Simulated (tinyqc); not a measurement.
# Which input was changed?

Model: configuration-coordinate model of a defect: Huang-Rhys factor and luminescence line shape. Computed by tinyqc, a small Python program. Command: `OMP_NUM_THREADS=1 python tinyqc.py 3009087 3009088 out.jsonl ccline which`. One thread of a shared host (Intel(R) Xeon(R) Processor @ 2.30GHz), about 0.2 s of CPU time with the checks.

Ground state E_g(Q) = (1/2) omega_g^2 Q^2; excited state E_e(Q) = E_0 + (1/2) omega_e^2 (Q - dQ)^2 with omega_e = omega_g and E_0 = E_ZPL. Q is mass-weighted; the dipole does not depend on Q (Condon approximation).

Inputs (values chosen for the exercise, for a model defect in a wide-gap host):
```
quantity                          value              unit
zero-phonon energy E_ZPL           2.89                eV
displacement dQ                    1.15  u^(1/2) angstrom
ground-state phonon hbar omega_g   34.1               meV
temperature T                       400                 K
refractive index n_r               2.42                 -
transition dipole mu               0.35        e angstrom
quenching prefactor nu_0          1e+12               1/s
```

Modes: equal frequencies in both states.

Constants: hbar^2/u = 4.18015928e-03 eV angstrom^2; hbar = 6.582119569e-16 eV s; e = 1.602176634e-19 C; eps_0 = 8.8541878128e-12 F/m; hbar = 1.054571817e-34 J s; c = 299792458 m/s; k_B = 8.617333262e-05 eV/K.

Method. S = hbar omega dQ^2/(2 hbar^2/u) for each state; relaxation energy S hbar omega; absorption at E_0 + S_e hbar omega_e, emission at E_0 - S_g hbar omega_g; the Stokes shift is their difference. The curves cross at the root Q_c nearest dQ; the barrier is (1/2) omega_e^2 (Q_c - dQ)^2, with (1/2) omega^2 = (hbar omega)^2/(2 hbar^2/u). k_r = n_r omega^3 mu^2/(3 pi eps_0 hbar c^3) at the vertical emission energy, without local-field correction; k_nr = nu_0 exp(-barrier/k_B T) (Mott-Seitz); yield = k_r/(k_r + k_nr); T_1/2 = barrier/(k_B ln(nu_0/k_r)).

Task: One of these inputs alone was changed, within the range given: displacement dQ (0.575 to 2.3); ground-state phonon hbar omega_g (17.05 to 68.2); temperature T (200 to 800); refractive index n_r (1.21 to 4.84). Which one, and to what value?

Results:
```
run          S_g  classical barrier (eV)  radiative lifetime (ns)
before  5.394202                9.952507                 44.84066
after   9.548044                5.049481                 52.68900
```

Result:

Each candidate set to reproduce S_g, and what it then gives:
```
candidate                               range searched  value needed  classical barrier (eV)  radiative lifetime (ns)
displacement dQ (u^(1/2) angstrom)        0.575 to 2.3         1.530                  5.0495                   52.689
ground-state phonon hbar omega_g (meV)   17.05 to 68.2         60.36                  2.3222                   71.741
temperature T (K)                           200 to 800     no effect                       -                        -
refractive index n_r                      1.21 to 4.84     no effect                       -                        -
```

Only displacement dQ fits every result: it went from 1.15 to 1.53 u^(1/2) angstrom. The next best candidate, ground-state phonon hbar omega_g, misses one result by 54 %.

Caution: the curves cross far outside the range of the harmonic model, so the barrier and T_1/2 have no quantitative meaning.
